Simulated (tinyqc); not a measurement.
Vertical double-diffused power MOSFET, components of the on-resistance: two steps of the calculation.

Stripe cells of pitch Wp + a, two channels a cell. Current flows through the channels, spreads in the accumulation layer, passes the gap between the p bodies and spreads at 45 degrees into the drift layer below them. Low drain voltage, full ionisation.

Inputs (values chosen for the exercise); bulk values close to those of 4H silicon carbide:
- T = 300 K (temperature)
- eps_r = 9.51 (relative permittivity)
- Kc = 23900 V/cm per (cm^-3)^(1/8) (critical-field constant)
- BV = 1200 V (rated breakdown voltage of the drift layer)
- mud = 821 cm^2/(V s) (drift mobility at 300 K)
- bt = 2.2 (temperature exponent of the drift mobility)
- tox = 68 nm (gate oxide thickness (eps_r 3.9))
- Vov = 14 V (gate overdrive)
- mch = 16 cm^2/(V s) (channel mobility)
- mac = 53 cm^2/(V s) (accumulation-layer mobility)
- Lc = 0.8 um (channel length)
- Wp = 4.1 um (width of the p body in one cell, channels included)
- a = 3.2 um (gap between neighbouring p bodies)
- xp = 0.6 um (depth of the p body)
- Nj = 1 (doping of the gap over the drift doping)
- Vbi = 2.97 V (built-in voltage of the body junction)
- Rs = 0.48 mohm cm^2 (substrate and contact resistance)

Constants: q = 1.602176634e-19 C, eps0 = 8.8541878128e-14 F/cm where lengths are in cm. Results are converted to the units shown.

Task 1. Drift layer. Triangular field at breakdown with Ec = Kc N^(1/8): BV = eps0 eps_r Ec^2/(2 q N), so N = (eps0 eps_r Kc^2/(2 q BV))^(4/3); W = 2 BV/Ec; mu = mud (T/300 K)^(-bt); rho = 1/(q mu N); ideal resistance rho W.

Give: drift doping N; Ec; drift thickness W; electron mobility mu at T; drift resistivity rho; ideal resistance.

Result 1.

drift doping N = 1.348e16 cm^-3
Ec = 2.481 MV/cm
drift thickness W = 9.674 um
electron mobility mu at T = 821.0 cm^2/(V s)
drift resistivity rho = 0.5641 ohm cm
ideal resistance = 0.5457 mohm cm^2

Task 2. Components of the on-resistance. Pitch p = Wp + a, Cox = 3.9 eps0/tox; zero-bias depletion in the gap w0 = sqrt(2 eps0 eps_r Vbi/(q N Nj)), open gap g = a - 2 w0; R_ch = Lc p/(2 mch Cox Vov); R_acc = 0.6 a p/(4 mac Cox Vov), 0.6 being an empirical factor for current leaving the layer along its length; R_gap = (rho/Nj) xp p/g; spreading depth t = min(W, (p - g)/2); R_drift = (rho p/2) ln((g + 2 t)/g) + rho (W - t); R_on = the sum with Rs.

drift doping N = 1.3477351e16 cm^-3
drift thickness W = 9.6741490 um
electron mobility mu at T = 821 cm^2/(V s)
drift resistivity rho = 0.56408155 ohm cm

Find: w0; g; components; R_on; shares.

Result 2.

w0 = 0.4813 um
g = 2.237 um
components (mohm cm^2): channel 2.567, accumulation 0.9299, gap 0.1104, drift 0.6464, substrate 0.4800
R_on = 4.734 mohm cm^2
shares (%): channel 54.23, accumulation 19.64, gap 2.33, drift 13.65, substrate 10.14

The channel term is the largest. R_on is 8.67 times the ideal drift resistance rho W, and spreading raises the drift term to 1.18 times it.

Program tinyqc, `OMP_NUM_THREADS=1 python tinyqc.py 2230101 2230102 out.jsonl`; Intel Xeon 2.30GHz, shared host, one thread, about 0.01 s.
